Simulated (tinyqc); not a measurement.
Electromigration in a confined line: Blech product, Korhonen stress evolution and Black's law: one step, computed by the program tinyqc.

The electron wind pushes atoms from the cathode (x = 0) to the anode (x = L); blocking ends build a back stress (tension positive). The input rho is taken not to change with temperature. d sigma/dt = d/dx [kappa (d sigma/dx + G)], with zero flux at both ends and sigma = sigma_0 at t = 0.

Task: Extrapolation by Black's law. Median life t50 = A j^(-n) exp(E/(k_B T)); acceleration factor = t50(use)/t50(test) = (j/j_u)^n exp[(E/k_B)(1/T_u - 1/T)]. Temperatures in kelvin are T(C) + 273.15.

Inputs (values chosen for the exercise, close to those used for cobalt lines):

| quantity | value | unit |
|---|---|---|
| activation energy E | 1.26 | eV |
| current density j | 4.8 | MA/cm^2 |
| line length L | 13 | um |
| test temperature T | 260 | C |
| use temperature T_u | 125 | C |
| use current density j_u | 0.37 | MA/cm^2 |
| current exponent n | 1 | - |

Start: thermal stress.

Constants: k_B = 8.617333262e-05 eV/K.

Give: current factor; temperature factor; acceleration factor.

Result:

current factor = 12.97

temperature factor = 10927

acceleration factor = 1.418e+05

Caution: j_u L lies below the critical product, so the acceleration factor is formal: at use the line would not void.
